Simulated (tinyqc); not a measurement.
Pariser-Parr-Pople SCF with singles CI, for the molecule c1ccc2cccc-2cc1 (SMILES; centres numbered as the heavy atoms are written), step by step. One step of it, computed by the program tinyqc.

Task: Iteration 2: Fock matrix. F_rr = H_rr + P_rr gamma_rr / 2 + sum_(s != r) P_ss gamma_rs; F_rs = H_rs - P_rs gamma_rs / 2; E = tr P (H + F) / 2 + core repulsion sum_(r<s) z_r z_s gamma_rs.

P after iteration 1, lower triangle:
```
,1C,2C,3C,4C,5C,6C,7C,8C,9C,10C
1C,0.890698
2C,0.641883,1.019131
3C,0.118217,0.659570,0.860035
4C,-0.224532,-0.001536,0.594295,1.021590
5C,0.026723,-0.227906,0.020579,0.601622,1.148207
6C,0.178532,0.009351,-0.221459,-0.051102,0.656515,1.011376
7C,0.026723,0.188154,-0.092130,-0.242397,-0.162367,0.656515,1.148207
8C,-0.224532,-0.045891,0.186957,0.363919,-0.242397,-0.051102,0.601622,1.021590
9C,0.118217,-0.245526,-0.148690,0.186957,-0.092130,-0.221459,0.020579,0.594295,0.860035
10C,0.641883,-0.003899,-0.245526,-0.045891,0.188154,0.009351,-0.227906,-0.001536,0.659570,1.019131
```

core matrix H (eV), lower triangle:
```
,1C,2C,3C,4C,5C,6C,7C,8C,9C,10C
1C,-53.671604
2C,-2.390000,-54.478593
3C,0.000000,-2.390000,-57.550010
4C,0.000000,0.000000,-2.390000,-63.485162
5C,0.000000,0.000000,0.000000,-2.390000,-55.938271
6C,0.000000,0.000000,0.000000,0.000000,-2.390000,-53.306235
7C,0.000000,0.000000,0.000000,0.000000,0.000000,-2.390000,-55.938271
8C,0.000000,0.000000,0.000000,-2.390000,0.000000,0.000000,-2.390000,-63.485162
9C,0.000000,0.000000,0.000000,0.000000,0.000000,0.000000,0.000000,-2.390000,-57.550010
10C,-2.390000,0.000000,0.000000,0.000000,0.000000,0.000000,0.000000,0.000000,-2.390000,-54.478593
```

repulsion gamma_rs (eV), lower triangle:
```
,1C,2C,3C,4C,5C,6C,7C,8C,9C,10C
1C,11.130000
2C,7.555349,11.130000
3C,5.079327,7.553271,11.130000
4C,4.233299,5.078313,7.552663,11.130000
5C,3.049299,3.592968,5.171533,7.554850,11.130000
6C,2.677056,2.906029,3.755187,5.520570,7.552804,11.130000
7C,3.049299,3.085711,3.732715,5.519866,5.518526,7.552804,11.130000
8C,4.233299,4.233184,5.078555,7.553862,5.519866,5.520570,7.554850,11.130000
9C,5.079327,4.233612,4.233148,5.078555,3.732715,3.755187,5.171533,7.552663,11.130000
10C,7.555349,5.080158,4.233612,4.233184,3.085711,2.906029,3.592968,5.078313,7.553271,11.130000
```

Centres (angstrom, eV; a flat drawing with bonds scaled to 1.40 angstrom):
```
centre,x,y,core charge z,W,gamma_rr
1C,2.531000,0.000000,1,11.160000,11.130000
2C,1.924000,1.261000,1,11.160000,11.130000
3C,0.559000,1.573000,1,11.160000,11.130000
4C,-0.536000,0.700000,1,11.160000,11.130000
5C,-1.867000,1.133000,1,11.160000,11.130000
6C,-2.690000,0.000000,1,11.160000,11.130000
7C,-1.867000,-1.133000,1,11.160000,11.130000
8C,-0.536000,-0.700000,1,11.160000,11.130000
9C,0.559000,-1.573000,1,11.160000,11.130000
10C,1.924000,-1.261000,1,11.160000,11.130000
```

Give: F; pi energy.

Result:

F (eV), lower triangle:
```
,1C,2C,3C,4C,5C,6C,7C,8C,9C,10C
1C,-6.219
2C,-4.815,-6.643
3C,-0.300,-4.881,-5.661
4C,0.475,0.004,-4.634,-5.364
5C,-0.041,0.409,-0.053,-4.663,-5.036
6C,-0.239,-0.014,0.416,0.141,-4.869,-4.287
7C,-0.041,-0.290,0.172,0.669,0.448,-4.869,-5.036
8C,0.475,0.097,-0.475,-3.764,0.669,0.141,-4.663,-5.364
9C,-0.300,0.520,0.315,-0.475,0.172,0.416,-0.053,-4.634,-5.661
10C,-4.815,0.010,0.520,0.097,-0.290,-0.014,0.409,0.004,-4.881,-6.643
```

pi energy = -132.847 eV
